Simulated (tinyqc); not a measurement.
Free and trapped electrons in a MOS channel with a dense trap tail: effect of the temperature.

p-type body, charge-sheet picture, full ionisation (an idealisation for deep acceptors), Boltzmann statistics for free electrons. e = Ec - EF at the surface. Acceptor-like traps of density D(E) = D0 + De exp(-E/Ew) at depth E below Ec, from 0 to Eu, hold n_t = integral of D(E)/(1 + exp((e - E)/Vt)). psi = Eg - Vt ln(Nv/Na) - e; N_dep = sqrt(2 eps0 eps_r Na (psi - Vt)/q); n_f = sqrt(N_dep^2 + 2 eps0 eps_r Vt Nc exp(-e/Vt)/q) - N_dep; Vg = Vfb + psi + q (N_dep + n_t + n_f)/Cox, Cox = eps0 eox/tox.

Nc and Nv are given at 300 K and scale as (T/300 K)^1.5; Eg, Vfb and mf are held fixed. VT is the Vg for n_f = 1e11 cm^-2; swing ln 10 n_f/(dn_f/dVg) at n_f = 1e8 cm^-2; the last three columns are for Vg = VT + 5 V, with free share n_f/(n_f + n_t) and field-effect mobility mf q (dn_f/dVg)/Cox; there EF is near the band edge, where Boltzmann statistics are rough.

Parameters, values chosen for the exercise; band and dielectric values close to those of 4H silicon carbide:

| symbol | value | unit | meaning |
|---|---|---|---|
| Eg | 3.23 | eV | band gap |
| eps_r | 9.77 |  | relative permittivity |
| Nc | 1.73e19 | cm^-3 | conduction-band density of states at the reference temperature |
| Nv | 2.46e19 | cm^-3 | valence-band density of states at the reference temperature |
| eox | 3.9 |  | relative permittivity of the insulator |
| tox | 63 | nm | insulator thickness |
| Na | 5.4e15 | cm^-3 | acceptor density |
| Vfb | -2.49 | V | flat-band voltage without trapped charge |
| D0 | 1e10 | cm^-2 eV^-1 | constant background density of acceptor-like traps |
| De | 1.9e13 | cm^-2 eV^-1 | density of the tail at the conduction edge |
| Ew | 0.11 | eV | decay energy of the tail |
| Eu | 0.58 | eV | depth below Ec down to which the traps reach |
| mf | 67 | cm^2/(V s) | mobility of free electrons |

Constants: q = 1.602176634e-19 C, kB = 1.380649e-23 J/K, Vt = kB T/q, eps0 = 8.8541878128e-14 F/cm where lengths are in cm. Results are converted to the units shown.

Effect of the temperature:
columns A: T (K); B: e at VT (eV); C: VT (V); D: q n_t/Cox at VT (V); E: swing (mV/decade); F: n_f (cm^-2); G: free share (%); H: field-effect mobility (cm^2/(V s))
```
A          B      C       D      E         F      G      H
200  0.05041  6.024   3.948  533.0  1.202e12  38.31  57.84
250  0.07526  5.220   3.224  436.5  1.094e12  37.91  52.45
300   0.1024  4.500   2.589  348.7  1.040e12  39.04  48.60
350   0.1314  3.875   2.052  280.1  1.021e12  41.25  46.31
400   0.1622  3.340   1.609  231.6  1.024e12  44.19  45.16
450   0.1944  2.886   1.250  199.9  1.042e12  47.61  44.77
500   0.2279  2.502  0.9634  178.4  1.069e12  51.30  44.87
550   0.2627  2.175  0.7371  164.5  1.102e12  55.11  45.30
```

As T goes from 200 to 550, VT falls from 6.02 to 2.18 V, its part due to traps falls from 3.95 to 0.737 V, the swing falls from 533 to 165 mV/decade and the field-effect mobility goes from 57.8 through a minimum of 44.8 (at T = 450 among the rows listed) to 45.3 cm^2/(V s). On heating the same n_f is reached with EF deeper in the gap, where fewer tail states are filled.

Computed by the program tinyqc: `OMP_NUM_THREADS=1 python tinyqc.py 2222209 2222210 out.jsonl`, one thread of a shared Intel Xeon 2.30GHz, about 0.02 s for the whole run.
